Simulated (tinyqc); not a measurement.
Worked calculation: CIS and TDHF on RHF in the cc-pvdz basis, for He, spin multiplicity 1. One step of it, computed by the program tinyqc.

Problem. CIS matrix, triplets. A(ia,jb) = (e_a - e_i) d_ij d_ab - (ij|ab).

orbital energies (hartree): MO1 -0.914148, MO2 1.397442, MO3 2.524372, MO4 2.524372, MO5 2.524372

Two-electron integrals over orbitals (pq|rs), unique and non-zero (hartree):
```
(11|11) 1.026865    (21|11) -0.316447   (21|21) 0.227505    (22|11) 0.857592
(22|21) -0.255195   (22|22) 0.765495    (31|31) 0.183149    (32|31) -0.025386
(32|32) 0.028529    (33|11) 0.961262    (33|21) -0.230485   (33|22) 0.774953
(33|33) 1.040531    (41|41) 0.183149    (42|41) -0.025386   (42|42) 0.028529
(43|43) 0.063706    (44|11) 0.961262    (44|21) -0.230485   (44|22) 0.774953
(44|33) 0.913119    (44|44) 1.040531    (51|51) 0.183149    (52|51) -0.025386
(52|52) 0.028529    (53|53) 0.063706    (54|54) 0.063706    (55|11) 0.961262
(55|21) -0.230485   (55|22) 0.774953    (55|33) 0.913119    (55|44) 0.913119
(55|55) 1.040531
```

Give: CIS matrix A, triplet.

Solution.

CIS matrix A, triplet (hartree):
```
        1>2     1>3     1>4     1>5
1>2  1.4540  0.0000  0.0000  0.0000
1>3  0.0000  2.4773  0.0000  0.0000
1>4  0.0000  0.0000  2.4773  0.0000
1>5  0.0000  0.0000  0.0000  2.4773
```
